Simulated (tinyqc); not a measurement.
Inside a calculation. Method: plane-wave Kohn-Sham cycle with exchange-only LDA in a layered model solid. One step of it, computed by the program tinyqc.

Problem. Iteration 2: levels at that k. Diagonalise the Hermitian matrix.

H (hartree), order -3, -2, -1, +0, +1, +2, +3:
```
[[0.811945, -0.270908, 0.003315, -0.000067, -0.000110, 0.000002, 0.000014],
 [-0.270908, 0.221361, -0.270908, 0.003315, -0.000067, -0.000110, 0.000002],
 [0.003315, -0.270908, -0.120557, -0.270908, 0.003315, -0.000067, -0.000110],
 [-0.000067, 0.003315, -0.270908, -0.213807, -0.270908, 0.003315, -0.000067],
 [-0.000110, -0.000067, 0.003315, -0.270908, -0.058390, -0.270908, 0.003315],
 [0.000002, -0.000110, -0.000067, 0.003315, -0.270908, 0.345694, -0.270908],
 [0.000014, 0.000002, -0.000110, -0.000067, 0.003315, -0.270908, 0.998446]]
```

Give: eigenvalues.

Solution.

eigenvalues (hartree): [-0.579, -0.250, 0.035, 0.308, 0.437, 0.929, 1.105]
